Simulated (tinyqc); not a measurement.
Order of mass and momentum: stepped quantum well by finite differences.

Finite differences on points z_i at the centres of cells of width h: H_ii = (c/h^2)(1/m_(i-1/2) + 1/m_(i+1/2)) + V_i, H_(i,i+1) = -(c/h^2)/m_(i+1/2), where m_(i+1/2) is the mean of the masses at the two points (the end values are repeated outwards), psi = 0 on the points beyond both ends, c = hbar^2/2m0. The field adds e F (z - z0) with z0 the middle of the structure; 1 kV/cm = 1e-5 eV/angstrom.

Constants: hbar^2/2m0 = 3.80998211 eV angstrom^2.

Inputs chosen for the exercise (out of a larger set: near those of a GaAs well in AlGaAs; not measured data):
```
symbol  value                                                                           unit      meaning
layers  ((69, 0.17, 0.0844), (46, 0, 0.0685), (69, 0.075, 0.0755), (69, 0.17, 0.0844))            each layer: thickness in angstrom, band edge in eV, mass in m0
F       0                                                                               kV/cm     field along z
hf      1.4375                                                                          angstrom  cell width of the fine grid
```

Fine grid. Hermitian kinetic operators m^a p m^b p m^a with 2a + b = -1: H_ii = (c/h^2) m_i^(2a) (m_(i-1/2)^b + m_(i+1/2)^b) + V_i, H_(i,i+1) = -(c/h^2) m_i^a m_(i+1)^a m_(i+1/2)^b; BenDaniel-Duke is a = 0. The halved form has H_ii = 2c/(h^2 m_i) + V_i and H_(i,i+1) = -(c/2h^2)(1/m_i + 1/m_(i+1)). The shifts are measured against BenDaniel-Duke; the last column repeats E1 with cells of hf/4.

Levels (eV):
```
operator                            E1      E2  E1 - E1(BDD) (meV)  E1 at hf/4
BenDaniel-Duke                  0.0554  0.1269                 0.0      0.0554
(1/m) p^2 + p^2 (1/m), halved   0.0563  0.1268                 0.9      0.0432
m^(-1/2) p^2 m^(-1/2)           0.0598  0.1296                 4.4      0.0598
m^(-1/4) p m^(-1/2) p m^(-1/4)  0.0576  0.1282                 2.2      0.0576
one mass, the smallest          0.0578  0.1312                 2.4      0.0578
```

The three forms m^a p m^b p m^a span 4.4 meV in E1, 6 % of E2 - E1; they differ only at the mass steps (largest to smallest mass 1.23), where m^a psi is the continuous quantity. Dropping the mass step altogether moves E1 by +2.4 meV. Refining the grid moves the halved form by -13.1 meV, against at most 0.02 meV for the other three: at an abrupt step it has no limit as the grid is refined.

Program tinyqc; command `OMP_NUM_THREADS=1 python tinyqc.py 1252791 1252792 out.jsonl`; about 0.02 s on one thread of a shared Intel(R) Xeon(R) Processor @ 2.30GHz.
